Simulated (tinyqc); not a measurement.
From a target level to the width: type-II superlattice in the two-band Kane model. Five cases, with inputs chosen for the exercise.

Problem. Which width a puts the bottom of C1 at the energy below?

Motion along the axis, period d = a + b, c = hbar^2/2m0. Conduction and light-hole bands couple: (E - Ec)(E - Ev) = Ep c k^2 in each layer, with mass m(E) = (E - Ev)/Ep, which may be negative. The conduction envelope psi and psi'/m(E) are continuous; a layer carries them by [[cos kt, (m/k) sin kt], [-(k/m) sin kt, cos kt]] (cosh and sinh for k^2 < 0), and cos(q d) = tr(M_B M_A)/2. C1 is the first miniband above EvB, with its bottom at tr/2 = +1 and its top at -1; the gap is the bottom of C1 less the top heavy-hole level HH1.

Constants: hbar^2/2m0 = 3.80998211 eV angstrom^2.

Case 1.

Values chosen (near those of an InAs/GaSb superlattice; shifted at random, so the results belong to these values and not to a real crystal): b = 41 angstrom (layer B); EcA = 0 eV (conduction edge of A); EvA = -0.416 eV (valence edge of A); EcB = 0.963 eV (conduction edge of B); EvB = 0.148 eV (valence edge of B); EpA = 14.4 eV (coupling energy in A); EpB = 18.3 eV (coupling energy in B).

bottom of C1 = 0.442735 eV

Case 2.

Values chosen (near those of an InAs/GaSb superlattice; shifted at random, so the results belong to these values and not to a real crystal): b = 50 angstrom (layer B); EcA = 0 eV (conduction edge of A); EvA = -0.411 eV (valence edge of A); EcB = 0.921 eV (conduction edge of B); EvB = 0.107 eV (valence edge of B); EpA = 14.1 eV (coupling energy in A); EpB = 18.1 eV (coupling energy in B).

bottom of C1 = 0.216110 eV

Case 3.

Values chosen (near those of an InAs/GaSb superlattice; shifted at random, so the results belong to these values and not to a real crystal): b = 58 angstrom (layer B); EcA = 0 eV (conduction edge of A); EvA = -0.425 eV (valence edge of A); EcB = 0.935 eV (conduction edge of B); EvB = 0.13 eV (valence edge of B); EpA = 14.1 eV (coupling energy in A); EpB = 17.7 eV (coupling energy in B).

bottom of C1 = 0.453814 eV

Case 4.

Values chosen (near those of an InAs/GaSb superlattice; shifted at random, so the results belong to these values and not to a real crystal): b = 36 angstrom (layer B); EcA = 0 eV (conduction edge of A); EvA = -0.41 eV (valence edge of A); EcB = 0.932 eV (conduction edge of B); EvB = 0.104 eV (valence edge of B); EpA = 14.5 eV (coupling energy in A); EpB = 17.7 eV (coupling energy in B).

bottom of C1 = 0.253825 eV

Case 5.

Values chosen (near those of an InAs/GaSb superlattice; shifted at random, so the results belong to these values and not to a real crystal): b = 43 angstrom (layer B); EcA = 0 eV (conduction edge of A); EvA = -0.414 eV (valence edge of A); EcB = 0.971 eV (conduction edge of B); EvB = 0.159 eV (valence edge of B); EpA = 14.1 eV (coupling energy in A); EpB = 18.3 eV (coupling energy in B).

bottom of C1 = 0.269348 eV

Find: k in A; kappa in B; a.

Solution. At q = 0 the state is even in both layers: (k/m_A) tan(k a/2) = (kappa/m_B) tanh(kappa b/2) with the masses at that energy; the first branch of the arctangent gives a.

Case 1.

k in A = 0.08325 1/angstrom
kappa in B = 0.04690 1/angstrom
a = 24.0 angstrom

Case 2.

k in A = 0.05023 1/angstrom
kappa in B = 0.03340 1/angstrom
a = 51.0 angstrom

Case 3.

k in A = 0.08616 1/angstrom
kappa in B = 0.04807 1/angstrom
a = 24.0 angstrom

Case 4.

k in A = 0.05523 1/angstrom
kappa in B = 0.03882 1/angstrom
a = 42.0 angstrom

Case 5.

k in A = 0.05853 1/angstrom
kappa in B = 0.03332 1/angstrom
a = 42.0 angstrom

Computed by tinyqc, one run a case: `OMP_NUM_THREADS=1 python tinyqc.py N N+1 out.jsonl` with N = 1251620, 1251623, 1251678, 1251735, 1251769; one thread of a shared Intel(R) Xeon(R) Processor @ 2.30GHz, about 0.4 s a run at most.
